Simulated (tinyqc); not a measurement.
Thin-body transistor below threshold, two-dimensional Poisson equation on a small mesh: one step of the calculation.

A thin body on a thick buried insulator of low permittivity, taken as carrying no normal field at the bottom of the body (row 0). Mobile charge is neglected (subthreshold), the body is fully depleted, and potentials are counted from the intrinsic level; rows run upward to the gate, columns from source to drain.

Problem. Coefficients of the five-point equations. Mesh: rows i = 0..1 in the semiconductor (step hs = tb/1, row 1 on the interface), then 1 step(s) ho = tox/1 up to the gate row 2; columns j = 0..4 (step hy = L/4). Box integration, divided by eps0: up_i = eps hy/h of the interval above row i, dn_i = that of the interval below (0 for row 0), lat_i = (sum of eps h/2 over the intervals above and below)/hy, s_i = -q Na w_i hy/eps0 with w_i the semiconductor height of the box (hs/2 for row 0 and the interface row, hs between, 0 in the insulator). Each free node obeys (up + dn + 2 lat) psi = up psi(above) + dn psi(below) + lat [psi(left) + psi(right)] + s.

Parameters, values chosen for the exercise; semiconductor permittivity close to that of In0.53Ga0.47As:
```
symbol   value   unit                                     meaning
eps_r     13.7         relative permittivity of the semiconductor
eox        3.9             relative permittivity of the insulator
tb           6     nm                              body thickness
tox        1.6     nm                         insulator thickness
L           52     nm                              channel length
Na      4.4e17  cm^-3       acceptor density of the depleted body
```

Constants: q = 1.602176634e-19 C, eps0 = 8.8541878128e-14 F/cm where lengths are in cm. Results are converted to the units shown.

Give: up; dn; lat; s.

Solution.

```
row     up     dn    lat    s (V)
0    29.68      0  3.162  -0.3105
1    31.69  29.68  3.402  -0.3105
```

tinyqc, about 0.1 s, one thread, Intel Xeon 2.30GHz (shared host): `OMP_NUM_THREADS=1 python tinyqc.py 2480167 2480168 out.jsonl`
